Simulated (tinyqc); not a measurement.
Worked calculation: core-shell quantum dot (spherical envelope functions). Values are carried at full precision from step to step, so a last printed digit may differ when a step is redone from the rounded ones.

Parabolic bands; strain and other valleys are left out. s states, u = r psi, hard wall at R + H, c = hbar^2/2m0, energies from the band edges of the core. Core: u = sin(k1 r)/k1, k1 = sqrt(m1 E/c). At R, psi and psi'/m are continuous, so u is continuous and its slope in the shell is s = u/R + (m2/m1)(u' - u/R). Shell: u(R + x) = u(R) cos(k2 x) + s sin(k2 x)/k2, k2 = sqrt(m2 (E - V)/c); for negative arguments the functions turn into sinh and cosh. A level has u(R + H) = 0.

Constants: hbar^2/2m0 = 3.80998211 eV angstrom^2; e^2/(4 pi eps0) = 14.39964547 eV angstrom; hc = 1239.841984 eV nm.

Parameters, chosen for this exercise (near those of an InP/GaP core-shell dot; not measured data): R = 18 angstrom (core radius); H = 6 angstrom (shell thickness); Vc = 0.411 eV (conduction edge of the shell above that of the core); me1 = 0.082 m0 (electron, core); me2 = 0.134 m0 (electron, shell); E = 0.61 eV (trial energy of the electron); Vv = 0.315 eV (hole barrier of the shell); mh1 = 0.44 m0 (hole, core); mh2 = 0.518 m0 (hole, shell); Eg = 1.365 eV (gap of the core); eps = 9.7 (dielectric constant).

## Shooting at a trial energy

Carry the electron solution outwards.

k1^2 = 0.013129 1/angstrom^2
k2^2 = 0.0069990 1/angstrom^2
u(R) = 7.694 angstrom
s = -1.0425
u(R + H) = 0.749 angstrom

u(R + H) is positive: no node yet, so the lowest level lies above the trial energy.

## Ground states

Find the lowest root for electron and hole, and the share of u^2 inside the core.

Levels:

| carrier | E (eV) | share in the core |
|---|---|---|
| electron | 0.6393 | 0.877 |
| hole | 0.1613 | 0.937 |

The core holds 42 % of the volume. Both carriers sit mainly in the core, as the type I line-up favours.

## Overlap and Coulomb integrals

Overlap = (integral of u_e u_h)^2 with normalised u. Coulomb integrals J_ab = (q/eps) double integral of u_a(r)^2 u_b(s)^2/max(r, s), q = e^2/(4 pi eps0), one eps everywhere. Exciton E = Eg + E_e + E_h - J_eh; first-order biexciton shift J_ee + J_hh - 2 J_eh (positive: repulsive).

Integrate numerically.

overlap = 0.978

J_eh, J_ee, J_hh (meV): 108.9  104.0  115.0

## Exciton and biexciton

Give E, the wavelength hc/E and the biexciton shift.

E = 2.057 eV
wavelength = 603 nm
biexciton shift = 1 meV

At first order the shift is the Coulomb integral of the net charge density with itself and cannot be negative; correlation, left out here, lowers it, and may reverse a shift as small as this.

## Checks

- Level without offset and mass step against c (pi/(R + H))^2/m, eV: both 0.7961.
- J_ee in that case against 1.786 q/(eps (R + H)), meV: both 110.5.

Program tinyqc; command `OMP_NUM_THREADS=1 python tinyqc.py 1250291 1250292 out.jsonl`; about 0.06 s on one thread of a shared Intel(R) Xeon(R) Processor @ 2.30GHz.
